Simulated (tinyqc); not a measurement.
CISD on RHF in the 3-21g basis, for H2, spin multiplicity 1, step by step. One step of it, computed by the program tinyqc.

Question. Iteration 5 (converged): orbitals. Diagonalise F' = X^T F X, C = X C', fill 1 alpha and 1 beta electrons from the bottom; D = 2 C_occ C_occ^T. Each column has its largest component positive (the first on a tie).

converged F (hartree):
```
           1H 1s      1H 2s      2H 1s      2H 2s
1H 1s   0.182506  -0.446909  -0.446411  -0.446712
1H 2s  -0.446909  -0.331781  -0.446712  -0.387958
2H 1s  -0.446411  -0.446712   0.182506  -0.446909
2H 2s  -0.446712  -0.387958  -0.446909  -0.331781
```

X:
```
               1          2          3         4
1H 1s  -0.676496   0.852933   0.721181  0.272017
1H 2s   1.720521  -0.674102   0.283563  0.344180
2H 1s   0.676496   0.852933  -0.721181  0.272017
2H 2s  -1.720521  -0.674102  -0.283563  0.344180
```

Give: F' = X^T F X; orbital energies; coefficients C; D after iteration 5.

Answer.

F' = X^T F X (hartree):
```
         1       2        3        4
1   0.9092  0.0000  -0.5593   0.0000
2   0.0000  1.0171   0.0000   0.0146
3  -0.5593  0.0000   0.6631   0.0000
4   0.0000  0.0146   0.0000  -0.5442
```

orbital energies (hartree): MO1 -0.5444, MO2 0.2135, MO3 1.0172, MO4 1.3588

coefficients C:
```
          MO1      MO2      MO3      MO4
1H 1s  0.2640   0.1382   0.8554  -0.9791
1H 2s  0.3505   1.2990  -0.6709   1.1633
2H 1s  0.2640  -0.1382   0.8554   0.9791
2H 2s  0.3505  -1.2990  -0.6709  -1.1633
```

D after iteration 5:
```
        1H 1s   1H 2s   2H 1s   2H 2s
1H 1s  0.1394  0.1851  0.1394  0.1851
1H 2s  0.1851  0.2456  0.1851  0.2456
2H 1s  0.1394  0.1851  0.1394  0.1851
2H 2s  0.1851  0.2456  0.1851  0.2456
```
